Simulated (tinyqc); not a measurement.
# Doping and flat-band voltage from the body effect

Question. VT = Vfb + 2 phiF + gamma sqrt(2 phiF + Vsb), phiF = Vt ln(Na/ni), gamma = sqrt(2 q eps0 eps_r Na)/Cox, Cox = eps0 eox/tox. Find Na, gamma and Vfb from two thresholds.

Values chosen for this exercise; material values those of a made-up semiconductor:
```
symbol  value  unit                                      meaning
T         300     K                                  temperature
eps_r    13.1         relative permittivity of the semiconductor
eox      3.94        relative permittivity of the gate insulator
tox        25    nm                          insulator thickness
```

Constants: q = 1.602176634e-19 C, kB = 1.380649e-23 J/K, Vt = kB T/q, eps0 = 8.8541878128e-14 F/cm where lengths are in cm. Results are converted to the units shown.

VT at Vsb = 0 and 1.8 V (V): [0.26951972, 0.79451542]
ni = 2.3345366e11 cm^-3

Answer. The difference of the thresholds, gamma [sqrt(2 phiF + Vsb) - sqrt(2 phiF)], holds no Vfb and rises with Na, so it has one root; Vfb then follows from the first threshold.

Na = 2.400e16 cm^-3
gamma = 0.6768 V^0.5
Vfb = -0.8500 V

Numbers from tinyqc (`OMP_NUM_THREADS=1 python tinyqc.py 2360032 2360033 out.jsonl`; about 0.04 s on one thread of a shared Intel Xeon 2.30GHz).
